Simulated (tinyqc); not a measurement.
# Landau coefficient from the swing

Problem. Below threshold and near Q = 0, a ferroelectric film of thickness tf changes the swing n Vt ln 10 by the factor 1 + 2 al tf Cp, and al = -3 sqrt(3) Ec/(4 Pr) (1 nm times 1 kV/cm is 1e-4 V). Find n, al and Pr.

Inputs (values chosen for the exercise): temperature T = 325 K; coercive field Ec = 600 kV/cm; overlap capacitance per gate area Cp = 0.96 uF/cm^2.

Constants: q = 1.602176634e-19 C, kB = 1.380649e-23 J/K, Vt = kB T/q. Results are converted to the units shown.

swing without the film and with tf = 15 nm (mV/decade): 68.356183  61.381560

Answer. The first swing gives n, the ratio of the two gives al, and Ec then gives Pr.

n = 1.060
al = -35.43 kV cm/uC
Pr = 22.00 uC/cm^2

tinyqc, about 0.02 s, one thread, Intel Xeon 2.30GHz (shared host): `OMP_NUM_THREADS=1 python tinyqc.py 2860020 2860021 out.jsonl`
